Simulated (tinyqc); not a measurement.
Hot electrons in a saturated n-channel MOSFET, lucky-electron model: two steps of the calculation.

Beyond pinch-off the lateral field grows as Esat cosh(y/l) over the velocity-saturated region (pseudo-two-dimensional model). Impact ionisation in this region gives the substrate current, which biases the body forward through Rsub. Currents are per width. Local-field laws: they overstate ionisation when the field peak is narrower than an energy relaxation length.

Values chosen for this exercise; values close to those of silicon n-channel devices:

| symbol | value | unit | meaning |
|---|---|---|---|
| L | 0.35 | um | channel length |
| tox | 6.8 | nm | oxide thickness |
| VT | 0.44 | V | threshold |
| vs | 7.8e6 | cm/s | saturation velocity |
| Ai | 2e6 | 1/cm | ionisation prefactor |
| Bi | 1.69 | MV/cm | ionisation field |
| Rd | 0 | ohm um | resistance of the lightly doped drain |
| Rsub | 28000 | ohm um | substrate resistance |
| kb | 0.43 |  | fall of VT per volt of forward body bias |
| lm | 7.2 | nm | hot-electron mean free path |
| pb | 3.2 | V | oxide barrier |
| Cg | 0.0016 |  | prefactor of the gate current |
| m | 3.2 |  | lifetime exponent |
| Hl | 27000 | s uA/um | lifetime constant |
| Vd | 2.2 | V | drain voltage |
| Vg | 1.2 | V | gate voltage |

Constants: eps0 = 8.8541878128e-14 F/cm where lengths are in cm. Results are converted to the units shown.

Question 1. Body bias from the substrate current. Cox = 3.9 eps0/tox. Overdrive g = Vg - VT + kb Vb; Vdsat = g Esat L/(g + Esat L); Id = Cox vs (g - Vdsat); dV = Vd - Id Rd - Vdsat; Em = sqrt((dV/l)^2 + Esat^2); Isub = Id (Ai/Bi) l Em exp(-Bi/Em). Vb(new) = Rsub Isub.

Vb after iteration 1 = 0.058492844 V
l = 45.166359 nm
Esat = 0.047272727 MV/cm

Give: Vdsat; Id; dV; Em; Isub; Vb after iteration 2.

Answer 1.

Vdsat = 0.53247 V
Id = 100.09 uA/um
dV = 1.6675 V
Em = 0.37221 MV/cm
Isub = 2.1244 uA/um
Vb after iteration 2 = 0.059483 V

Question 2. Gate current, lifetime and channel shortening. Ig = Cg Id exp(-pb/(lm Em)); lifetime tau = (Hl/Id)(Isub/Id)^(-m); length of the saturated region dL = l ln[(dV/l + Em)/Esat]. 1 year = 3.15576e7 s.

Id = 100.17791 uA/um
dV = 1.6673295 V
Em = 0.37216745 MV/cm
Isub = 2.1249657 uA/um
l = 45.166359 nm
Esat = 0.047272727 MV/cm

Find: Isub/Id; Ig; tau; dL.

Answer 2.

Isub/Id = 0.021212
Ig = 1.0436 pA/um
tau = 1.9339 years
dL = 124.32 nm

The lifetime misses ten years.

Numbers from tinyqc (`OMP_NUM_THREADS=1 python tinyqc.py 2550057 2550058 out.jsonl`; about 0.01 s on one thread of a shared Intel Xeon 2.30GHz).
